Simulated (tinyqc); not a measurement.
# Double-gate transistor, scale length and short-channel effects: effects of single changes

A body of thickness ts between two insulators of thickness ti and two tied gates. Below threshold the potential that source and drain add obeys Laplace's equation and vanishes on the gate. Its lowest mode decays along the channel as exp(-k y); k is the smallest positive root of the matching condition at the interface, and the scale length is Lambda = pi/k.

Inputs (values chosen for the exercise); permittivities: semiconductor close to that of silicon, insulator close to that of silicon dioxide: temperature T = 350 K; relative permittivity of the semiconductor eps_r = 11.6; relative permittivity of the insulator ei = 4.06; insulator thickness ti = 2.3 nm; body thickness ts = 9.9 nm; channel length L = 53 nm; potential of the source Vbi = 1.01 V; potential of the barrier top at threshold sT = 0.41 V; drain voltage Vds = 0.6 V.

Constants: q = 1.602176634e-19 C, kB = 1.380649e-23 J/K, Vt = kB T/q. Results are converted to the units shown.

Each table varies one quantity; the others keep the values above.

## A higher permittivity at fixed equivalent oxide thickness

k is the smallest positive root of f(k) = ei cos(k ti) cos(k ts/2) - eps_r sin(k ti) sin(k ts/2). Along the channel psi(y) = s + a exp(y/l) + b exp(-y/l) with psi(0) = Vbi, psi(L) = Vbi + Vds and l = 1/k = Lambda/pi; with A = Vbi - s, B = A + Vds, x = exp(-L/l): a = (B - A x) x/(1 - x^2), b = (A - B x)/(1 - x^2). The minimum is s + 2 sqrt(a b), at y = (l/2) ln(b/a). The long-channel potential follows the gate as s = sT + (Vg - VTL)/m, and the threshold VT is the gate voltage at which the minimum equals sT. Swing = m Vt ln 10/g at threshold, g = d(minimum)/ds = 1 - (b x + a)/((1 + x) sqrt(a b)). DIBL = [VT(0.05 V) - VT(Vds)]/(Vds - 0.05 V). sT and Vbi are held fixed; m = 1. The equivalent oxide thickness 3.9 ti/ei is held at 2.2 nm, so ti = 2.2 ei/3.9 nm.

Results:
```
ei,ti (nm),Lambda (nm),L/Lambda,DIBL (mV/V),swing (mV/decade)
3.9,2.2000,20.406,2.5973,14.361,72.021
5,2.8205,20.611,2.5715,14.980,72.130
7.5,4.2308,21.275,2.4912,17.093,72.505
10,5.6410,22.226,2.3846,20.391,73.088
20,11.282,28.701,1.8466,51.288,78.467
25,14.103,33.081,1.6021,80.275,83.410
35,19.744,42.902,1.2354,167.52,97.938
```

Estimate the missing row, ei = 15.

Computed row:
```
ei,ti (nm),Lambda (nm),L/Lambda,DIBL (mV/V),swing (mV/decade)
15,8.4615,24.981,2.1216,31.750,75.082
```

With this row back in the table: As ei goes from 3.9 to 35, Lambda rises from 20.4 to 42.9 nm, DIBL rises from 14.4 to 168 mV/V and the swing rises from 72.0 to 97.9 mV a decade. The ratio ei/ti is the same in every row, yet the insulator grows from 2.20 to 19.7 nm, and drain fields reach the channel sideways through it. At ei = 35 L is under 1.5 Lambda, where higher modes, left out of the one-mode potential, count.

## Effect of the channel length

Same model as above.

The same in every row: Lambda (nm) = 20.469.

Effect of the channel length:
```
L (nm),L/Lambda,VT - VTL at Vds = 0.05 V (mV),VT - VTL at Vds (mV),DIBL (mV/V),swing (mV/decade)
23,1.1237,-311.30,-429.29,214.53,105.63
27,1.3191,-205.91,-283.11,140.35,93.455
32,1.5634,-128.24,-175.77,86.405,84.446
38,1.8565,-75.592,-103.31,50.393,78.313
46,2.2473,-38.843,-52.953,25.653,74.014
54,2.6382,-20.452,-27.840,13.433,71.856
65,3.1756,-8.6333,-11.740,5.6482,70.465
77,3.7618,-3.4092,-4.6337,2.2264,69.849
92,4.4946,-1.0743,-1.4598,0.70096,69.574
```

From L = 23 to 92 nm, DIBL falls from 215 to 0.701 mV/V and the swing falls from 106 to 69.6 mV a decade (long-channel value 69.4). Between the last two rows the threshold shift at Vds decays with a length of 13.0 nm, against 2 Lambda/pi = 13.0 nm for a shift that goes as exp(-pi L/(2 Lambda)). DIBL first drops below 100 mV/V at L = 32 nm among the rows, L/Lambda = 1.6. For L = 23 to 27 nm L is under 1.5 Lambda, where higher modes, left out of the one-mode potential, count.

## Effect of the insulator thickness

Same model as above.

Effect of the insulator thickness:
```
ti (nm),Lambda (nm),L/Lambda,VT - VTL at Vds (mV),DIBL (mV/V),swing (mV/decade)
0.77,14.024,3.7794,-4.5071,2.1655,69.839
1,15.118,3.5057,-6.9489,3.3402,70.050
1.3,16.466,3.2188,-10.959,5.2717,70.397
1.7,18.145,2.9209,-17.640,8.4961,70.975
2.2,20.095,2.6374,-27.873,13.448,71.858
2.8,22.268,2.3801,-42.477,20.544,73.115
3.7,25.278,2.0967,-68.235,33.131,75.323
```

What does the comparison show?

As ti goes from 0.77 to 3.7 nm, Lambda rises from 14.0 to 25.3 nm, DIBL rises from 2.17 to 33.1 mV/V and the swing rises from 69.8 to 75.3 mV a decade. On average Lambda goes as ti^(0.38).

tinyqc, about 0.01 s, one thread, Intel Xeon 2.30GHz (shared host): `OMP_NUM_THREADS=1 python tinyqc.py 2420128 2420129 out.jsonl`
